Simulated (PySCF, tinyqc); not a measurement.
A ladder of methods, and size consistency: correlation methods against full CI in the sto-3g basis, for H6, spin multiplicity 1. Computed by the program tinyqc with PySCF. 

Geometry (angstrom):
```
atom       x       y       z
H     0.0000  0.0000  0.0000
H     0.0000  0.0000  1.0210
H     0.0000  0.0000  2.0010
H     0.0000  0.0000  3.0220
H     0.0000  0.0000  4.0020
H     0.0000  0.0000  5.0230
```

RHF energy of one = -3.117787 hartree

All electrons correlated; +Q is the Davidson correction (1 - c0^2) E_corr. The last columns treat two copies 100 angstrom apart as one system. FCI is the lowest singlet.

Correlation energies (hartree):
```
method   E_corr of one  share of FCI (%)  E_corr of two at 100 angstrom  two minus twice one (mhartree)
MP2           -0.06500            61.674                       -0.13001                           0.000
CISD          -0.10019            95.063                       -0.18422                          16.172
CISD+Q        -0.10993           104.299                       -0.21134                           8.516
CCSD          -0.10499            99.611                       -0.20998                           0.000
CCSD(T)       -0.10549           100.085                       -0.21098                           0.000
FCI           -0.10540           100.000                              -                               -
```

MP2 recovers 62 %, CISD 95.1 % and CCSD 99.6 % of the FCI value (c0^2 = 0.903 in CISD). MP2 and coupled cluster are size consistent, so their last column vanishes; CISD loses 16.17 mhartree, since a double excitation on each copy is a quadruple of the pair, and the Davidson correction leaves +8.52. The restricted reference is unstable here: a spin-polarised solution lies 0.0059 hartree lower (PySCF), so results built on it describe a poor reference.
